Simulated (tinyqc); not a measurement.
Reflectance across the plasma edge: free-carrier optics of a doped semiconductor (Drude model).

eps(E) = ei [1 - Ep^2/(E^2 + i E Gam)], with Ep^2 = 8 pi c (e^2/(4 pi eps0)) N/(m ei), c = hbar^2/2m0, N in 1/angstrom^3 (1e-24 per 1/cm^3); Gam = hbar/tau, tau = mu m m0/e with m0/e = 5.685630e-12 kg/C and mu in m^2/(V s). Energies in meV.

n + i k = sqrt(eps1 + i eps2) with k >= 0; R = ((n - 1)^2 + k^2)/((n + 1)^2 + k^2) at normal incidence from vacuum; alpha = 2 E k/(hbar c), times 1e8 for 1/cm; loss function Im(-1/eps) = eps2/(eps1^2 + eps2^2).

Constants: hbar^2/2m0 = 3.80998211 eV angstrom^2; e^2/(4 pi eps0) = 14.39964547 eV angstrom; hbar = 6.58211957e-16 eV s; hbar c = 1973.269805 eV angstrom.

Values chosen for the exercise (mass and dielectric values near those of Si; N and mu are free inputs; interband absorption and the rise of the mass with filling are left out; shifted at random, so the results belong to these values and not to a real crystal):
- N = 1.6e+19 1/cm^3 (carrier density)
- m = 0.247 m0 (conductivity mass)
- mu = 95 cm^2/(V s) (mobility)
- ei = 11.88 (high-frequency dielectric constant)

Spectrum:

| E (meV) | eps1 | eps2 | R | alpha (1/cm) |
|---|---|---|---|---|
| 8.7 | -23.71 | 201.81 | 0.830 | 9.39e+03 |
| 26.0 | -16.84 | 54.50 | 0.732 | 1.60e+04 |
| 43.4 | -8.81 | 23.52 | 0.641 | 1.81e+04 |
| 60.7 | -2.72 | 11.86 | 0.504 | 1.68e+04 |
| 73.7 | 0.52 | 7.60 | 0.362 | 1.41e+04 |
| 86.7 | 2.90 | 5.11 | 0.243 | 1.07e+04 |
| 95.4 | 4.14 | 4.00 | 0.206 | 8.70e+03 |
| 108.4 | 5.58 | 2.87 | 0.198 | 6.47e+03 |
| 130.1 | 7.27 | 1.75 | 0.219 | 4.25e+03 |
| 173.4 | 9.13 | 0.78 | 0.254 | 2.27e+03 |
| 260.1 | 10.61 | 0.24 | 0.281 | 978 |
| 433.5 | 11.41 | 0.05 | 0.295 | 347 |

What does the comparison show?

Ep = 86.7 meV and Gam = 49.3 meV. R is 0.830 at the lowest energy and lowest, 0.198, at 108.4 meV of those listed; without damping it would vanish at Ep sqrt(ei/(ei - 1)) = 90.6 meV. At the highest energy R is 0.295, against 0.303 for ei alone. Between the last two rows alpha goes as E^-2.03, where the Drude limit far above Ep and Gam is E^-2.

Program tinyqc; command `OMP_NUM_THREADS=1 python tinyqc.py 1651273 1651274 out.jsonl`; about 0.01 s on one thread of a shared Intel(R) Xeon(R) Processor @ 2.30GHz.
